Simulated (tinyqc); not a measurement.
From apparent valence band offset back to field in the oxide: X-ray photoelectron analysis of a thin oxide on a semiconductor: attenuation lengths, thickness, angle series and band offsets. Computed by tinyqc, a small Python program. Command: `OMP_NUM_THREADS=1 python tinyqc.py 3112478 3112479 out.jsonl xps inv`. One thread of a shared host (Intel(R) Xeon(R) Processor @ 2.30GHz), about 0.01 s of CPU time with the checks.

The same element is seen in the oxide and in the substrate, at nearly the same kinetic energy; films are flat and uniform, and the work function is ignored.

Inputs (values chosen for the exercise, modelled on SiO2 on silicon):
```
quantity                                           value     unit
photon energy                                     1253.6       eV
binding energy of the core level                    99.4       eV
oxide density                                       2.17   g/cm^3
oxide formula mass                                 60.08    g/mol
valence electrons per oxide formula                   16        -
oxide gap                                           8.98       eV
substrate density                                   2.33   g/cm^3
substrate formula mass                             28.09    g/mol
valence electrons per substrate formula                4        -
substrate gap                                       1.12       eV
oxide thickness d                                   0.56       nm
emission angle from the normal                        55  degrees
attenuation length over inelastic mean free path    0.88        -
carbon overlayer                                    0.44       nm
valence band offset used to make the data           4.54       eV
core level less valence band top, substrate        98.88       eV
core level less valence band top, thick oxide      98.47       eV
```

Method:
- TPP-2M: lambda = E/(E_p^2 [b ln(c E) - C/E + D/E^2]) in angstrom, E_p = 28.8 sqrt(N_v rho/M), b = -0.10 + 0.944/sqrt(E_p^2 + E_g^2) + 0.069 rho^0.1, c = 0.191/sqrt(rho), U = N_v rho/M, C = 1.97 - 0.91 U, D = 53.4 - 20.8 U, with E = photon energy less binding energy in eV.
- Attenuation length L = factor x lambda.
- R_0 = (rho_o/M_o) L_o/((rho_s/M_s) L_s); peak ratio R = I_ox/I_sub = R_0 [exp(d/(L_o cos theta)) - 1]; hence d = L_o cos theta ln(1 + R/R_0). A carbon layer weakens both peaks alike, by exp(-d_C/(L_o cos theta)) if its L is taken equal to L_o. This R_0 leaves out intrinsic losses from the substrate peak, so calibrated values can be larger.
- Valence band offset = (E_core - E_v)(substrate) - (E_core - E_v)(oxide) + (core level separation at the interface, oxide less substrate). The separation is made here from the given offset; a uniform field F that raises the binding energy towards the surface shifts the oxide peak by e F <z>, <z> = d/(1 - exp(-x)) - d/x, x = d/(L_o cos theta), being the mean distance from the interface. Conduction band offset = oxide gap - substrate gap - valence band offset.

Question. A run gave the result below. Find the field in the oxide, known to lie between 0.74 and 2 MV/cm.

apparent valence band offset = 4.577765 eV

Answer.

Each step takes the trial c = (a f_b - b f_a)/(f_b - f_a), f being the result less the target and a, b, c the logarithms of the listed values; c replaces end b, the old b replaces a if the sign of f changed, and otherwise f_a is halved.

Scan of the range:
```
field in the oxide (MV/cm)  apparent valence band offset (eV)
0.740                                                 4.56185
0.873                                                 4.56578
1.030                                                 4.57041
1.220                                                 4.57602
1.440                                                 4.58252
1.690                                                 4.58990
2.000                                                 4.59905
```

False position (Illinois rule, in the logarithm of the input) inside the bracket:
```
step    end a    end b    trial  apparent valence band offset (eV)
1     1.22000  1.44000  1.27546                            4.57766
2     1.44000  1.27546  1.27879                            4.57776
3     1.44000  1.27879  1.27917                            4.57777
4     1.27879  1.27917  1.27899                            4.57776
```

Apparent valence band offset rises at every point of a 13-point scan of the range (every second point is shown), so one value fits; it is bracketed by 1.22 and 1.44. The scan shows a straight line, so linear interpolation between any two rows gives the answer at once. Answer: field in the oxide = 1.279 MV/cm.
